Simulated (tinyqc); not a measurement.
Inside a calculation. Model: undoped symmetric double-gate MOSFET, analytic potential model.

Program tinyqc, `OMP_NUM_THREADS=1 python tinyqc.py 2440095 2440096 out.jsonl`; Intel Xeon 2.30GHz, shared host, one thread, about 0.01 s. Printed values are rounded.

An undoped body of thickness ts between two equal insulators and tied gates; long channel, electrons only, n = ni exp((psi - V)/Vt) with V the quasi-Fermi potential (0 at the source, Vd at the drain), constant mobility, no quantisation. Across the body psi(x) = V - 2 Vt ln[(ts/(2 beta)) sqrt(q ni/(2 eps0 eps_r Vt)) cos(2 beta x/ts)], x from the centre. Q is the electron charge per area of the whole body.

Inputs (values chosen for the exercise); material values close to those of silicon: temperature T = 300 K; band gap Eg = 1.14 eV; relative permittivity of the semiconductor eps_r = 11.6; conduction-band density of states at T Nc = 2.82e19 cm^-3; valence-band density of states at T Nv = 2.64e19 cm^-3; relative permittivity of the gate insulator eox = 20.9; insulator thickness tox = 9.4 nm; body thickness ts = 25 nm; gate work function less that of the intrinsic body dphi = 0.17 V; channel mobility mu = 350 cm^2/(V s); gate length L = 0.1 um; gate voltage Vg = 0.43 V; drain voltage Vd = 1 V.

Constants: q = 1.602176634e-19 C, kB = 1.380649e-23 J/K, Vt = kB T/q, eps0 = 8.8541878128e-14 F/cm where lengths are in cm. Results are converted to the units shown.

## Constants of the body

ni = sqrt(Nc Nv) exp(-Eg/(2 Vt)), Eg in volts; r = eps_r tox/(eox ts); V0 = dphi + 2 Vt ln[(2/ts) sqrt(2 eps0 eps_r Vt/(q ni))].

ni = 7.25017e9 cm^-3
r = 0.208689
V0 = 0.614439 V

## Iteration 1: beta at the source by Newton steps in z = ln(tan beta)

z at the start = 1

With V = 0, t = exp(z), beta = arctan(t): f = ln(beta) + (1/2) ln(1 + t^2) + 2 r beta t - (Vg - V0)/(2 Vt); with c = t/(1 + t^2), df/dz = c/beta + t c + 2 r t (c + beta); z(new) = z - f/(df/dz).

beta = 1.21828
f = 6.21033
df/dz = 2.89660
z after iteration 1 = -1.14401

## Iteration 2: beta at the source by Newton steps in z = ln(tan beta)

As before.

beta = 0.308378
f = 2.48011
df/dz = 1.10937
z after iteration 2 = -3.37962

## Course of the iteration: beta at the source by Newton steps in z = ln(tan beta)

Stop when z changes by less than 1e-11, or after 60 iterations.

Course of the iteration:

| iteration | z | \|change\| |
|---|---|---|
| 1 | -1.14401 | 2.14 |
| 2 | -3.37962 | 2.24 |
| 3 | -3.56764 | 0.188 |
| 4 | -3.56768 | 4.23e-5 |
| 5 | -3.56768 | 1.66e-12 |

Converged in 5 iterations. At the end the number of correct digits about doubles with each step.

## Charges and drain current

beta_s = 0.0282137
beta_d = 1.12499e-10

beta (between 0 and pi/2) solves (Vg - V0 - V)/(2 Vt) = ln(beta) - ln(cos beta) + 2 r beta tan(beta). Q = 8 eps0 eps_r Vt beta tan(beta)/ts; I = mu (1/L)(4 eps0 eps_r/ts)(2 Vt)^2 [g(beta_s) - g(beta_d)] per width, g = beta tan(beta) - beta^2/2 + r beta^2 tan^2(beta), with beta_s at V = 0 and beta_d at V = Vd.

Qs = 0.0676530 nC/cm^2
Qd = 1.07534e-18 nC/cm^2
g(beta_s) = 3.98351e-4
g(beta_d) = 6.32797e-21
I = 0.00612504 uA/um

The term r beta^2 tan^2(beta), which gives the square law, makes up 0.0332 % of g at the source.

## Potential and electron density across the body at the source

| point | x/ts |
|---|---|
| 0 | 0 |
| 1 | 0.1 |
| 2 | 0.2 |
| 3 | 0.3 |
| 4 | 0.4 |
| 5 | 0.45 |
| 6 | 0.5 |

psi(x) as above with V = 0 and beta = beta_s; n = ni exp(psi/Vt).

| point | psi (V) | n (cm^-3) |
|---|---|---|
| 0 | 0.259962 | 1.68858e14 |
| 1 | 0.259963 | 1.68863e14 |
| 2 | 0.259966 | 1.68879e14 |
| 3 | 0.259970 | 1.68906e14 |
| 4 | 0.259975 | 1.68944e14 |
| 5 | 0.259979 | 1.68967e14 |
| 6 | 0.259983 | 1.68992e14 |

The density at the surface is 1.00 times that at the centre (1/cos^2 beta).
